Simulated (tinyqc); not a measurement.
From results back to parameters: WKB tunnelling through a gate dielectric with a two-band (Franz) dispersion. Five cases, with inputs chosen for the exercise.

Problem. In the Fowler-Nordheim regime with a parabolic band J/F^2 is proportional to exp(-B/F), B = (4/3) sqrt(m/c) phi^(3/2), c = hbar^2/2m0, 1 V/angstrom = 100 MV/cm. The ratio below was computed from a hidden barrier.

Constants: hbar^2/2m0 = 3.80998211 eV angstrom^2.

Find: B; phi.

Method. B is the logarithm divided by 1/F1 - 1/F2; then phi = (3 B/(4 sqrt(m/c)))^(2/3). The slope fixes only m phi^3, so the mass must be known.

Case 1.

Values chosen (out of a larger set: of the size used for Si3N4 on silicon; not measured data): m = 0.42 m0 (mass at the conduction edge); F1 = 7 MV/cm (first field); F2 = 10.7 MV/cm (second field).

ln[(J2/F2^2)/(J1/F1^2)] = 6.99055

Solution.

B = 141.51 MV/cm
phi = 2.170 eV

Case 2.

Values chosen (out of a larger set: of the size used for SiO2 on silicon; not measured data): m = 0.44 m0 (mass at the conduction edge); F1 = 8.3 MV/cm (first field); F2 = 11.9 MV/cm (second field).

ln[(J2/F2^2)/(J1/F1^2)] = 9.49814

Solution.

B = 260.59 MV/cm
phi = 3.210 eV

Case 3.

Values chosen (out of a larger set: of the size used for La2O3 on silicon; not measured data): m = 0.3 m0 (mass at the conduction edge); F1 = 7.7 MV/cm (first field); F2 = 10.1 MV/cm (second field).

ln[(J2/F2^2)/(J1/F1^2)] = 4.42778

Solution.

B = 143.48 MV/cm
phi = 2.450 eV

Case 4.

Values chosen (out of a larger set: of the size used for AlN on silicon; not measured data): m = 0.34 m0 (mass at the conduction edge); F1 = 6.8 MV/cm (first field); F2 = 11 MV/cm (second field).

ln[(J2/F2^2)/(J1/F1^2)] = 5.13320

Solution.

B = 91.42 MV/cm
phi = 1.740 eV

Case 5.

Values chosen (out of a larger set: of the size used for Si3N4 on silicon; not measured data): m = 0.45 m0 (mass at the conduction edge); F1 = 7.6 MV/cm (first field); F2 = 10.7 MV/cm (second field).

ln[(J2/F2^2)/(J1/F1^2)] = 5.46850

Solution.

B = 143.45 MV/cm
phi = 2.140 eV

Computed by tinyqc, one run a case: `OMP_NUM_THREADS=1 python tinyqc.py N N+1 out.jsonl` with N = 1452303, 1452317, 1452383, 1452385, 1452413; one thread of a shared Intel(R) Xeon(R) Processor @ 2.30GHz, about 0.01 s a run at most.
